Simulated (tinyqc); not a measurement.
Plane-wave Kohn-Sham cycle with exchange-only LDA in a layered model solid, step by step. One step of it, computed by the program tinyqc.

Problem. Iteration 2: Hamiltonian at one k. H(m,m') = (k + G_m)^2/2 delta + V(G_m - G_m'), with V(-G) = V(G).

A solid whose potential varies along x alone (atomic units):
```
parameter                      value
period a                    4.500000
cross-section of the cell  29.000000
electrons per cell                 4
grid points                       16
plane waves -n..n, n               3
k points                           3
V1 in V1 cos(2 pi x/a)     -0.370000
```

V(G_m), m = 0, 1, 2, ... (hartree): -0.307308  -0.176927  0.003563  0.000279  0.000149  0.000015  0.000006

k = 0.000000 2 pi / a

Give: H.

Solution.

H (hartree), lower triangle:
```
        -3      -2      -1      +0      +1      +2     +3
-3   8.466
-2  -0.177   3.592
-1   0.004  -0.177   0.667
+0   0.000   0.004  -0.177  -0.307
+1   0.000   0.000   0.004  -0.177   0.667
+2   0.000   0.000   0.000   0.004  -0.177   3.592
+3   0.000   0.000   0.000   0.000   0.004  -0.177  8.466
```
